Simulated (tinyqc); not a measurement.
# Changing the anneal temperature

Model: implant damage, amorphisation by cascade overlap, and solid-phase epitaxial regrowth. Computed by tinyqc, a small Python program. Command: `OMP_NUM_THREADS=1 python tinyqc.py 3111737 3111738 out.jsonl sper sweep`. One thread of a shared host (Intel(R) Xeon(R) Processor @ 2.30GHz), about 0.01 s of CPU time with the checks.

Range and width of the damage are inputs. Dynamic annealing enters only through the surviving share f.

Inputs (values chosen for the exercise, modelled on indium ions in germanium):
```
quantity                           value    unit
atomic density N                    44.2  1/nm^3
ion Z1                                49       -
ion mass M1                        114.8       u
target Z2                             32       -
target mass M2                     72.63       u
ion energy E                          30     keV
displacement energy E_d               14      eV
depth of the damage peak R_d         9.7      nm
width of the damage profile s_d      5.7      nm
share of defects that survive f     0.84       -
critical displaced share x_c         0.1       -
dose Q                           9.8e+14  1/cm^2
regrowth prefactor v0            2.3e+16    nm/s
regrowth energy E_a                 2.16      eV
rate relative to (100)                 1       -
peak enhancement by the dopant       9.1       -
```

Constants: a_0 = 0.529177210903 angstrom; e^2/(4 pi eps_0) = 14.39964548 eV angstrom; k_B = 8.617333262e-05 eV/K.

Method:
- Robinson partition: eps = E a M2/(Z1 Z2 (e^2/(4 pi eps_0)) (M1 + M2)), a = 0.8853 a_0/sqrt(Z1^(2/3) + Z2^(2/3)); k = 0.0793 Z1^(2/3) Z2^(1/2) (M1 + M2)^(3/2)/((Z1^(2/3) + Z2^(2/3))^(3/4) M1^(3/2) M2^(1/2)); damage energy T_d = E/(1 + k (eps + 0.40244 eps^(3/4) + 3.4008 eps^(1/6))); displacements nu = 0.8 T_d/(2 E_d).
- Displaced share x(z) = f nu Q exp(-(z - R_d)^2/(2 s_d^2))/(sqrt(2 pi) s_d N); the layer is amorphous where x > x_c, between R_d -/+ s_d sqrt(2 ln(x_max/x_c)), the upper edge being cut at the surface. Threshold dose Q_c = Q x_c/x_max.
- v = v0 x orientation factor x exp(-E_a/(k_B T)) x [1 + (enhancement - 1) exp(-(z - R_d)^2/(2 s_d^2))], T = anneal temperature + 273.15 K; the dopant is taken to follow the damage profile; the lower front moves from the lower edge z2 to the surface, or to the middle (z1 + z2)/2 of a buried layer with upper edge z1; time = int dz/v; the equivalent undoped distance is that time times the undoped velocity.

One run for each value:
```
anneal temperature (C)  undoped velocity (nm/s)  time with enhancement (s)  time without enhancement (s)
352                                  8.8804e-02                 9.1653e+01                    3.0084e+02
382                                  5.5694e-01                 1.4614e+01                    4.7970e+01
412                                  2.9741e+00                 2.7367e+00                    8.9830e+00
442                                  1.3799e+01                 5.8983e-01                    1.9360e+00
472                                  5.6584e+01                 1.4384e-01                    4.7215e-01
502                                  2.0802e+02                 3.9128e-02                    1.2843e-01
532                                  6.9401e+02                 1.1728e-02                    3.8495e-02
562                                  2.1234e+03                 3.8330e-03                    1.2582e-02
592                                  6.0122e+03                 1.3538e-03                    4.4437e-03
622                                  1.5875e+04                 5.1269e-04                    1.6829e-03
```

Over the rows, undoped velocity (nm/s) rises from 0.0888 to 15900; time with enhancement (s) falls from 91.7 to 5.13e-4; time without enhancement (s) falls from 301 to 0.00168.
